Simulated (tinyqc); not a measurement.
n-type polysilicon, carrier trapping at grain boundaries: one step of the calculation.

One-dimensional grains of size Lg, uniform ionised doping N, monovalent traps Qt at each boundary at a depth Et below (for electrons) or above (for holes) the band edge there, abrupt depletion of width W on each side of a boundary, Boltzmann statistics. xi is the distance from the band edge at the grain centre to the Fermi level. Trapped charge Qt/(1 + exp((xi + VB - Et)/Vt)) = 2 N W, barrier VB = q N W^2/(2 eps0 eps_r).

Task. New W. Partly depleted grain, xi = Vt ln(NB/N): f = 1/(1 + exp((xi + VB - Et)/Vt)), g = Qt f - 2 N W, g' = -2 Qt f (1 - f) VB/(W Vt) - 2 N, W(new) = W - g/g'.

Inputs (values chosen for the exercise); values of the order met in polycrystalline silicon:
- T = 400 K (temperature)
- eps_r = 11.7 (relative permittivity)
- NB = 4.31e19 cm^-3 (conduction-band density of states at T)
- Qt = 6e11 cm^-2 (trap density of a grain boundary)
- Et = 0.41 eV (depth of the trap level from the majority band edge at the boundary)
- N = 4.5e16 cm^-3 (doping)

Constants: q = 1.602176634e-19 C, kB = 1.380649e-23 J/K, Vt = kB T/q, eps0 = 8.8541878128e-14 F/cm where lengths are in cm. Results are converted to the units shown.

W after iteration 1 = 57.247849 nm

Find: VB; f; g; g'; W after iteration 2.

Result.

VB = 0.11405 V
f = 0.84831
g = -6.2437e9 cm^-2
g' = -1.7924e10 cm^-2/nm
W after iteration 2 = 56.900 nm

Computed by the program tinyqc: `OMP_NUM_THREADS=1 python tinyqc.py 2830154 2830155 out.jsonl`, one thread of a shared Intel Xeon 2.30GHz, about 0.01 s for the whole run.
